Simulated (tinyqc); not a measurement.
Metal-interlayer-semiconductor contact, depinning against tunnelling resistance: two steps of the calculation.

Zero bias, n-type semiconductor. Gap states at the semiconductor surface thin out as exp(-be ti), which unpins the barrier; electrons must then cross the interlayer (a rectangular barrier, no voltage drop across it) and the parabolic depleted layer, both by WKB. Energies E are counted from the Fermi level; no image force, parabolic bands.

Values chosen for this exercise; semiconductor values close to those of silicon; interlayer mass of the order of that in strontium titanate, offset chosen freely: temperature T = 300 K; band gap Eg = 1.12 eV; relative permittivity eps_r = 11.3; electron affinity chi = 4.2 eV; conduction-band density of states at T Nc = 2.8e19 cm^-3; tunnelling mass in the semiconductor mt = 0.187 m0; Richardson mass mA = 2.11 m0; donor density Nd = 3.3e18 cm^-3; charge-neutrality level above the valence band E0 = 0.35 eV; pinning factor without interlayer S0 = 0.27; metal work function phiM = 4.48 eV; interlayer thickness ti = 0.8 nm; conduction-band offset of the interlayer above the semiconductor dE = 0.15 eV; tunnelling mass in the interlayer mi = 0.59 m0; decay constant of gap states through the interlayer be = 6 1/nm.

Constants: q = 1.602176634e-19 C, kB = 1.380649e-23 J/K, eps0 = 8.8541878128e-12 F/m, hbar = 1.054571817e-34 J s, h = 6.62607015e-34 J s, m0 = 9.1093837015e-31 kg, Vt = kB T/q, hbar^2/(2 m0) = 0.0380998212 eV nm^2. Results are converted to the units shown.

Problem 1. Pinning, barrier and scales. S = 1/(1 + (1/S0 - 1) exp(-be ti)); phiB = S (phiM - chi) + (1 - S)(Eg - E0); xi = Ec - EF deep inside, from Nd = Nc F(-xi/Vt), F(x) = (2/sqrt(pi)) int_0^infinity sqrt(u) du/(1 + exp(u - x)); band bending U = phiB - xi; E00 = (hbar/2) sqrt(Nd/(eps0 eps_r mt m0)) in volts; A = 4 pi q mA m0 kB^2/h^3.

Give: S; phiB; xi; U; E00; A.

Solution 1.

S = 0.97823
phiB = 0.29067 eV
xi = 0.054203 eV
U = 0.23646 eV
E00 = 0.023202 eV
A = 253.57 A/(cm^2 K^2)

Problem 2. Exponents and integrand on an energy grid. With U = phiB - xi: for xi < E < phiB, y = (E - xi)/U and G1 = (U/E00) [sqrt(1 - y) - y ln((1 + sqrt(1 - y))/sqrt(y))], G1 = 0 above phiB; G2 = 2 ti sqrt(mi max(phiB + dE - E, 0)/C), C = hbar^2/(2 m0); f = 1/(1 + exp(E/Vt)); integrand exp(-G1 - G2) f.

E, point 0 to 12 (eV): 0.06  0.08833  0.11667  0.145  0.17333  0.20167  0.23  0.25833  0.28667  0.315  0.34333  0.37167  0.4
phiB = 0.29066557 eV
xi = 0.054203417 eV
E00 = 0.023201937 eV

Wanted: G1; G2; f; integrand.

Solution 2.

```
point     G1     G2         f  integrand (1e-6)
0      9.431  3.885   0.08941             0.147
1      7.041  3.737   0.03178             0.663
2      5.283  3.584   0.01085             1.530
3      3.859  3.424  0.003652             2.510
4      2.681  3.255  0.001224             3.231
5      1.711  3.078  4.092e-4             3.404
6      0.934  2.890  1.368e-4             2.988
7      0.354  2.689  4.573e-5             2.183
8      0.015  2.471  1.528e-5             1.272
9      0.000  2.232  5.108e-6             0.548
10     0.000  1.964  1.707e-6             0.239
11     0.000  1.654  5.705e-7             0.109
12     0.000  1.270  1.907e-7             0.054
```

Numbers from tinyqc (`OMP_NUM_THREADS=1 python tinyqc.py 2270141 2270142 out.jsonl`; about 0.04 s on one thread of a shared Intel Xeon 2.30GHz).
